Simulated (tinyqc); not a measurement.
A particle near a wafer in liquid: double-layer and van der Waals forces (DLVO), deposition barrier and removal: one step, computed by the program tinyqc. Command: `OMP_NUM_THREADS=1 python tinyqc.py 3112838 3112839 out.jsonl dlvo walk`. One thread of a shared host (Intel(R) Xeon(R) Processor @ 2.30GHz), about 0.01 s of CPU time with the checks.

Sphere and flat wall, Derjaguin approximation, constant potentials in the linear-superposition form, no retardation and no hydration force.

Problem. Screening. kappa^2 = 2 z^2 e^2 N_A (1000 c)/(eps eps_0 k_B T); gamma_i = tanh(z e psi_i/(4 k_B T)); Z = 64 pi eps eps_0 (k_B T/(z e))^2 gamma_1 gamma_2.

Inputs (values chosen for the exercise, of the order of those for silica on silica in water):

| quantity | value | unit |
|---|---|---|
| particle radius R | 110 | nm |
| potential of the particle psi_1 | -27 | mV |
| potential of the wafer psi_2 | -39 | mV |
| salt concentration c | 0.0068 | mol/L |
| valence z of the symmetric salt | 1 | - |
| temperature T | 293 | K |
| dielectric constant of the liquid | 80.2 | - |

Constants: e = 1.602176634e-19 C; N_A = 6.02214076e+23 1/mol; eps_0 = 8.8541878128e-12 F/m; k_B = 1.380649e-23 J/K; k_B = 8.617333262e-05 eV/K.

Give: kappa; Debye length; gamma_1; gamma_2; Z; kappa R.

Solution.

kappa = 0.2705 1/nm

Debye length = 3.696 nm

gamma_1 = -0.2611

gamma_2 = -0.3680

Z = 8.748 pN

kappa R = 29.76

Like signs: the double layers repel.
